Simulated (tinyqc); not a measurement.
## Stress and current directions compared

A cubic crystal with three pairs of conduction valleys along x, y and z; non-degenerate electrons, one relaxation time, masses unchanged. Stress s_ij = X a_i a_j with a the unit vector along the stress; strain e_ii = s11 s_ii + s12 (s_jj + s_kk), e_ij = s44 s_ij/2. Valley shift dE = Xu (n.e.n - trace(e)/3) with n the valley axis; share f proportional to exp(-dE/Vt). Inverse mass along the current d: (n.d)^2/ml + (1 - (n.d)^2)/mt; mu/mu0 = sum f (1/m) over the plain mean of 1/m. Rows: direction of the stress, of size |X|; columns: direction of the current and sign.

Inputs (values chosen for the exercise); values close to those of silicon:
```
symbol,value,unit,meaning
T,350,K,temperature
s11,7.65,1/TPa,compliance
s12,-2.08,1/TPa,compliance
s44,12.7,1/TPa,compliance
Xu,8.84,eV,shear deformation potential
ml,0.88,m0,longitudinal mass
mt,0.193,m0,transverse mass
X,-100,MPa,uniaxial stress (tension positive)
```

Constants: q = 1.602176634e-19 C, kB = 1.380649e-23 J/K, Vt = kB T/q. Results are converted to the units shown.

mu/mu0:
```
       I [100], tension  I [100], compression  I [110], tension  I [110], compression
[100]             1.063                0.9303             1.016                0.9826
[110]             1.017                0.9837             1.017                0.9837
[001]            0.9683                 1.035            0.9683                 1.035
[111]             1.000                 1.000             1.000                 1.000
```

What does the comparison show?

The largest gain, 1.06, is for stress along [100], tension, current along [100]; the largest loss, 0.930, for [100], compression, current along [100]. Entries equal to one are cases in which the valleys are not split or have equal mass along the current.

Program tinyqc, `OMP_NUM_THREADS=1 python tinyqc.py 2530138 2530139 out.jsonl`; Intel Xeon 2.30GHz, shared host, one thread, about 0.01 s.
